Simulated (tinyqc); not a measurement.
# Random telegraph noise from one oxide trap in a small MOSFET: effect of the temperature

An acceptor-like trap exchanges electrons with the channel. Inversion charge Q = Cox u, u = n Vt W0(exp((Vg - VT)/(n Vt))), W0 the Lambert function, n = nf, Cox = eps0 eox/tox; linear regime Id = (W/L) mu Q Vd. Relative to threshold the surface potential rises by Vt ln(u/u0) and the oxide voltage by the rest of Vg - VT, with u0 = n Vt W0(1).

N = Cox u/q; dpsi = Vt ln(u/u0); E = E0 - dpsi - (xt/tox)(Vg - VT - dpsi); capture time tc = 1/[(N/zi) vth s0 exp(-xt/lt - EB/Vt)]; emission time te = tc exp(-E/Vt); occupancy te/(tc + te). A = W L; threshold step dV = q (1 - xt/tox)/(Cox A); gm/Id = 1/(u + n Vt); relative step dI/I = (gm/Id) dV + asc mu/A. fc = (1/tc + 1/te)/(2 pi); rms = (dI/I) sqrt(tc te)/(tc + te). VT, nf, vth and mu are held fixed.

Values chosen for this exercise; values of the order met in silicon transistors: relative permittivity of the gate insulator (close to silicon dioxide) eox = 3.9; insulator thickness tox = 2.4 nm; depth of the trap from the channel interface xt = 0.21 nm; trap level above the channel Fermi level at threshold E0 = 0.08 eV; capture prefactor s0 = 4e-15 cm^2; capture barrier (lattice relaxation) EB = 0.46 eV; tunnelling decay length lt = 0.15 nm; thermal velocity vth = 1.8e7 cm/s; thickness of the inversion layer zi = 2.1 nm; threshold voltage VT = 0.36 V; body factor nf = 1.1; gate width W = 88 nm; gate length L = 180 nm; mobility mu = 250 cm^2/(V s); scattering coefficient of the charged trap asc = 1.2e-15 V s; drain voltage Vd = 0.1 V; gate voltage Vg = 0.71 V.

Constants: q = 1.602176634e-19 C, kB = 1.380649e-23 J/K, Vt = kB T/q, eps0 = 8.8541878128e-14 F/cm where lengths are in cm. Results are converted to the units shown.

Results:

| T (K) | E (eV) | tc (s) | te (s) | occupancy | dI/I (%) | fc (Hz) | rms dI/I (%) |
|---|---|---|---|---|---|---|---|
| 180 | 7.212e-4 | 33.15 | 31.64 | 0.4884 | 0.3911 | 0.009832 | 0.1955 |
| 210 | -0.004578 | 0.4869 | 0.6271 | 0.5629 | 0.3923 | 0.5807 | 0.1946 |
| 240 | -0.009489 | 0.02060 | 0.03260 | 0.6127 | 0.3932 | 12.61 | 0.1916 |
| 270 | -0.01406 | 0.001764 | 0.003228 | 0.6467 | 0.3939 | 139.5 | 0.1883 |
| 300 | -0.01833 | 2.473e-4 | 5.025e-4 | 0.6702 | 0.3944 | 960.4 | 0.1854 |
| 330 | -0.02234 | 4.961e-5 | 1.088e-4 | 0.6869 | 0.3946 | 4671 | 0.1830 |
| 390 | -0.02964 | 4.202e-6 | 1.015e-5 | 0.7072 | 0.3945 | 5.355e4 | 0.1795 |

Estimate the missing row, T = 360 K.

Computed row:

| T (K) | E (eV) | tc (s) | te (s) | occupancy | dI/I (%) | fc (Hz) | rms dI/I (%) |
|---|---|---|---|---|---|---|---|
| 360 | -0.02610 | 1.302e-5 | 3.020e-5 | 0.6987 | 0.3947 | 1.749e4 | 0.1811 |

With this row back in the table: As T goes from 180 to 390, tc falls from 33.1 to 4.20e-6 s, te falls from 31.6 to 1.02e-5 s and dI/I goes from 0.3911 through a maximum of 0.3947 (at T = 360 among the rows listed) to 0.3945 %. Activation energies over the table: 0.457 eV for capture (EB = 0.46 eV, altered by the change of N) and 0.431 eV for emission.

Range of the model: VT is taken as given; short-channel effects and the uneven flow of current among few electrons are left out.

Program tinyqc, `OMP_NUM_THREADS=1 python tinyqc.py 2710025 2710026 out.jsonl`; Intel Xeon 2.30GHz, shared host, one thread, about 0.01 s.
